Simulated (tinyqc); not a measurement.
From results back to parameters: core-shell quantum dot (spherical envelope functions). Two cases, with inputs chosen for the exercise.

Problem. The lowest electron level was computed from a hidden shell thickness H.

Parabolic bands; strain and other valleys are left out. s states, u = r psi, hard wall at R + H, c = hbar^2/2m0, energies from the band edges of the core. Core: u = sin(k1 r)/k1, k1 = sqrt(m1 E/c). At R, psi and psi'/m are continuous, so u is continuous and its slope in the shell is s = u/R + (m2/m1)(u' - u/R). Shell: u(R + x) = u(R) cos(k2 x) + s sin(k2 x)/k2, k2 = sqrt(m2 (E - V)/c); for negative arguments the functions turn into sinh and cosh. A level has u(R + H) = 0.

Constants: hbar^2/2m0 = 3.80998211 eV angstrom^2.

Case 1.

Values chosen (near those of an InP/GaP core-shell dot; shifted at random, so the results belong to these values and not to a real crystal): R = 36 angstrom (core radius); Vc = 0.377 eV (conduction edge of the shell above that of the core); me1 = 0.076 m0 (electron, core); me2 = 0.124 m0 (electron, shell).

E_e = 0.2098209 eV

Case 2.

Values chosen (near those of a CdSe/CdS core-shell dot; shifted at random, so the results belong to these values and not to a real crystal): R = 14 angstrom (core radius); Vc = 0.291 eV (conduction edge of the shell above that of the core); me1 = 0.13 m0 (electron, core); me2 = 0.201 m0 (electron, shell).

E_e = 0.3057961 eV

Find: u(R); s; H.

Solution.

Case 1.

u(R) = 11.223 angstrom
s = -1.3188
H = 10.0 angstrom

u(R) and s follow from E_e; u(R + H) = 0 gives tanh(kappa H) = -kappa u(R)/s.

Case 2.

u(R) = 9.693 angstrom
s = -0.1613
H = 37.0 angstrom

u(R) and s follow from E_e; u(R + H) = 0 gives tan(k2 H) = -k2 u(R)/s, with the first positive root.

Computed by tinyqc, one run a case: `OMP_NUM_THREADS=1 python tinyqc.py N N+1 out.jsonl` with N = 1251892, 1251994; one thread of a shared Intel(R) Xeon(R) Processor @ 2.30GHz, about 0.06 s a run at most.
